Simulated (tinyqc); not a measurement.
Thermal and gravitational stress in a wafer during furnace and rapid thermal processing, and the onset of slip. Changing the wafer spacing s. Computed by tinyqc, a small Python program. Command: `OMP_NUM_THREADS=1 python tinyqc.py 3014311 3014312 out.jsonl slip sweep`. One thread of a shared host (Intel(R) Xeon(R) Processor @ 2.30GHz), about 0.01 s of CPU time with the checks.

A thin free disc in plane stress, isotropic; T(r) = T_centre + dT (r/R)^n with n = 2. Stress is positive in tension; sigma_SB = 5.670374419e-8 W/(m^2 K^4), g = 9.80665 m/s^2.

Inputs (values chosen for the exercise, for a model wafer):
```
quantity                             value        unit
wafer radius R                          75          mm
thickness t                            675  micrometre
Young's modulus E                      145         GPa
expansion alpha                       4.37      1e-6/K
temperature T                         1025           K
prefactor A of the critical stress  0.0002         MPa
energy U of the critical stress       1.04          eV
density rho                           2330      kg/m^3
heat capacity c                        975    J/(kg K)
conductivity k                        24.1     W/(m K)
ramp rate                               11       K/min
```

Constants: k_B = 8.617333262e-05 eV/K.

Method. Critical resolved stress tau_c = A exp(U/(k_B T)), a form chosen for the exercise; slip when 0.492799 |s_tt(R)| > tau_c; allowed |dT| = tau_c (n + 2)/(0.492799 n alpha E). In a stack heated from the rim, heat flows inward by conduction and by radiation between wafers: k_eff = k + (16/3) sigma_SB T^3 s^2/t (a diffusion estimate with the spacing as path length). A steady ramp gives the parabolic lag dT = rho c (ramp) R^2/(4 k_eff); the allowed ramp uses n = 2.

One run for each value:
```
wafer spacing s (mm)  allowed ramp rate (K/min)  k_eff (W/(m K))  lag of the centre (K)
2.0                                        81.3            26.03                 22.500
2.9                                        88.0            28.16                 20.800
4.3                                       103.2            33.02                 17.737
6.4                                       137.1            43.86                 13.353
9.4                                       208.5            66.73                  8.777
14.0                                      370.8           118.67                  4.936
20.0                                      678.3           217.09                  2.698
30.0                                     1432.1           458.33                  1.278
```

What does the table show?

Over the rows, allowed ramp rate (K/min) rises from 81.3 to 1430 (exponent d ln y / d ln x 0.21 between the first rows and 1.8 between the last); k_eff (W/(m K)) rises from 26.0 to 458 (exponent d ln y / d ln x 0.21 between the first rows and 1.8 between the last); lag of the centre (K) falls from 22.5 to 1.28 (exponent d ln y / d ln x -0.21 between the first rows and -1.8 between the last).
